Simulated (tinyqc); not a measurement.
## Ellipsometry and reflectance of a transparent film on an absorbing substrate: effect of the angle of incidence

Air (index 1), film, substrate with N2 = n2 - i k2; time factor exp(+i w t). q_j = sqrt(N_j^2 - sin^2 th), root with positive real part. Fresnel coefficients r_s = (q_a - q_b)/(q_a + q_b), r_p = (N_b^2 q_a - N_a^2 q_b)/(N_b^2 q_a + N_a^2 q_b). tan(Psi) exp(i Delta) = R_p/R_s, Delta taken from 0 to 360 degrees.

beta = 2 pi d q1/lam, X = exp(-2 i beta), R = (r01 + r12 X)/(1 + r01 r12 X) for p and s. dDelta/dd is the derivative of Delta; period lam/(2 q1).

Inputs (values chosen for the exercise); indices close to those of silicon nitride on silicon: wavelength lam = 800 nm; index of the transparent film n1 = 2.029; film thickness d = 5.7 nm; index of the substrate n2 = 3.692; extinction coefficient of the substrate k2 = 0.0065.

Effect of the angle of incidence:
```
th (degrees)  Psi (degrees)  Delta (degrees)    |R_p|^2  |R_s|^2  dDelta/dd (degrees/nm)  period (nm)
50                   30.787           176.96    0.17225  0.48523                -0.52448       212.90
55                   26.973           175.89    0.13576  0.52416                -0.70795       215.48
60                   22.308           174.26   0.095803  0.56912                -0.98903       218.00
65                   16.534           171.26   0.054704  0.62072                 -1.5022       220.34
70                   9.3532           162.97   0.018438  0.67961                 -2.8580       222.43
75                   2.8891           79.175  0.0019011  0.74642                 0.39137       224.17
80                   12.983           11.794   0.043680  0.82175                  1.8805       225.48
85                   27.876           3.8894    0.25352  0.90614                 0.64697       226.29
```

Psi goes from 30.8 through a minimum of 2.89 (at th = 75 among the rows listed) to 27.9 degrees and |R_p|^2 goes from 0.172 through a minimum of 0.00190 (at th = 75 among the rows listed) to 0.254. The slope of Delta is largest in size, 2.86 degrees/nm, at th = 70 among the rows. The bare substrate has its smallest |R_p| near arctan(n2) = 74.8 degrees.

tinyqc, about 0.01 s, one thread, Intel Xeon 2.30GHz (shared host): `OMP_NUM_THREADS=1 python tinyqc.py 2870198 2870199 out.jsonl`
